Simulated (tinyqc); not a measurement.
Swing curve: thickness of the top film: thin-film optics by transfer matrices.

Indices N = n + i k. Snell: N0 sin(theta) = N_j sin(theta_j), with Im(N_j cos theta_j) >= 0. Admittance y_j = N_j cos theta_j for s and N_j/cos theta_j for p. Phase delta_j = 2 pi N_j cos theta_j d_j/lambda. Layer matrix [[cos delta, -i sin delta/y], [-i y sin delta, cos delta]], multiplied from the top down to M. (B, C) = M (1, y_sub); r = (y0 B - C)/(y0 B + C), R = |r|^2, T = 4 Re y0 Re y_sub/|y0 B + C|^2, absorbed in the films 1 - R - T.

Parameters, chosen for this exercise (indices near those of resist, SiO2 on Si; shifted at random, so the results belong to these values and not to a real crystal): lam = 633 nm (vacuum wavelength); n0 = 1 (ambient index); n = (1.661, 1.472, 3.904) (n of resist, SiO2, substrate); k = (0, 0, 0.019) (k in the same order); d = (216, 10.4) nm (thicknesses, top first); theta = 75 degrees (angle of incidence); pol = s (polarisation).

The first entry of d takes the values listed.

Stack:

| d_1 (nm) | R | T | absorbed |
|---|---|---|---|
| 216.0 | 0.7600 | 0.2400 | 0.0000 |
| 255.0 | 0.7272 | 0.2728 | 0.0000 |
| 294.1 | 0.5335 | 0.4665 | 0.0000 |
| 333.1 | 0.1127 | 0.8873 | 0.0000 |
| 372.2 | 0.3868 | 0.6132 | 0.0000 |
| 411.2 | 0.6825 | 0.3175 | 0.0000 |
| 450.2 | 0.7600 | 0.2400 | 0.0000 |
| 489.3 | 0.7270 | 0.2730 | 0.0000 |
| 528.3 | 0.5337 | 0.4663 | 0.0000 |
| 567.3 | 0.1129 | 0.8871 | 0.0000 |
| 606.4 | 0.3865 | 0.6135 | 0.0000 |
| 645.4 | 0.6824 | 0.3176 | 0.0000 |
| 684.5 | 0.7600 | 0.2400 | 0.0000 |

How do the results move, and what explains it?

R swings between 0.1127 and 0.7600 on these points. The period is lambda/(2 Re(N_1 cos theta_1)) = 234.2 nm, six rows. The film does not absorb, so the swing repeats exactly. The swing ratio (max - min)/mean is 1.17.

tinyqc: `OMP_NUM_THREADS=1 python tinyqc.py 1681428 1681429 out.jsonl`; about 0.01 s, one thread, shared Intel(R) Xeon(R) Processor @ 2.30GHz.
